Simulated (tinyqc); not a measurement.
Worked calculation: plane-wave Kohn-Sham cycle with exchange-only LDA in a layered model solid. Computed by tinyqc, a small Python program that keeps every step. Settings: points = 16, plane-wave index or count = 3, electrons = 4, k points = 3, area = 37.0, mixing = 0.1, iteration cap = 55. Command: `OMP_NUM_THREADS=1 python tinyqc.py 24387 24388 out.jsonl` (the two numbers bound the seeds that draw the settings). One thread of a shared host (Intel(R) Xeon(R) Processor @ 2.60GHz), about 0.02 s of CPU time with the checks.

A solid whose potential varies along x alone (atomic units):
```
parameter                      value
period a                    4.900000
cross-section of the cell  37.000000
electrons per cell                 4
grid points                       16
plane waves -n..n, n               3
k points                           3
V1 in V1 cos(2 pi x/a)     -0.250000
V2 in V2 cos(4 pi x/a)      0.040000
```

Stop when sqrt(dV sum R^2) is below 1e-8, dV = a A/N.

Course of the cycle:
```
iteration  E (hartree)  norm of the residual
1           0.25963727              6.04e-02
2           0.25994784              5.42e-02
3           0.26017898              4.87e-02
4           0.26035001              4.38e-02
5           0.26047578              3.93e-02
6           0.26056762              3.54e-02
7           0.26063416              3.18e-02
8           0.26068191              2.86e-02
9           0.26071580              2.57e-02
10          0.26073952              2.31e-02
11          0.26075583              2.08e-02
...                ...                   ...
45          0.26077127              5.83e-04
46          0.26077124              5.26e-04
47          0.26077122              4.74e-04
48          0.26077120              4.27e-04
49          0.26077118              3.85e-04
50          0.26077117              3.47e-04
51          0.26077116              3.13e-04
52          0.26077115              2.82e-04
53          0.26077114              2.54e-04
54          0.26077113              2.29e-04
55          0.26077113              2.06e-04
```

Can the last value be used, and what does the course show?

Not by the stop rule, although the second column moves by less than 1e-07 over the last three steps. Not converged within 55 iterations: the residual falls steadily but slowly, by a factor of about 0.90 a step. Reruns (cap 100 unless said): mixing 0.5, Kerker q0 1.0: converged in 40 (E = 0.26077); mixing 0.3, Pulay depth 5: converged in 8 (E = 0.26077); the original settings with a cap of 400: converged in 153 (E = 0.26077).
